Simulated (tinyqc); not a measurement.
Valley-orbit splitting of a donor ground state, with strain: one step, computed by the program tinyqc. Command: `OMP_NUM_THREADS=1 python tinyqc.py 3026736 3026737 out.jsonl valleyorbit walk`. One thread of a shared host (Intel(R) Xeon(R) Processor @ 2.30GHz), about 0.01 s of CPU time with the checks.

The basis is the 1s envelope in each valley; energies are counted from the unstrained conduction-band edge. The strain is e_s (a a^T - 1/3) for the unit stress axis a, so valley j along n_j moves by Xi_u e_s w_j with w_j = (n_j.a)^2 - 1/3: +1/3 for [111] and [-1-11], -1/3 for the others.

Question. Populations and ionisation. H_jj = -(E_0 + Lambda) + Xi_u e_s w_j; H_jk = -Delta_1 between any two valleys. z = sum over levels of exp(-(E - E_ground)/k_B T), the ground-state share being 1/z; N_c = 2 (2 pi m_e k_B T/h^2)^(3/2) sum_j exp(-(shift_j - lowest shift)/k_B T); n1 = N_c/(2 z) exp(-binding/k_B T), binding = lowest shift - E_ground; without compensation n = 2 N_D/(1 + sqrt(1 + 4 N_D/n1)) (Boltzmann statistics; p and higher states left out).

Inputs (values chosen for the exercise, modelled on donors in germanium):
```
quantity                                     value   unit
single-valley binding energy E_0              9.62    meV
central-cell shift Lambda                     0.23    meV
coupling Delta_1                              0.75    meV
shear deformation potential Xi_u              16.2     eV
shear strain e_s                          -0.00079      -
temperature T                                  4.2      K
donor density N_D                          3.5e+16  cm^-3
density-of-states mass of one valley m_e     0.218    m_0
```

Valleys: four along <111>. Stress axis: [110].

Constants: k_B = 8.617333262e-05 eV/K; m_0 = 9.1093837015e-31 kg; k_B = 1.380649e-23 J/K; h = 6.62607015e-34 J s.

Give: partition sum z; share of neutral donors in the ground state; N_c; n1; free electrons n.

Answer.

partition sum z = 1.0078

share of neutral donors in the ground state = 0.99225

N_c = 8.4621e+15 cm^-3

n1 = 394.83 cm^-3

free electrons n = 3.7174e+09 cm^-3

Caution: at this donor density neighbouring orbits begin to overlap and the depth shrinks, which a fixed level leaves out.
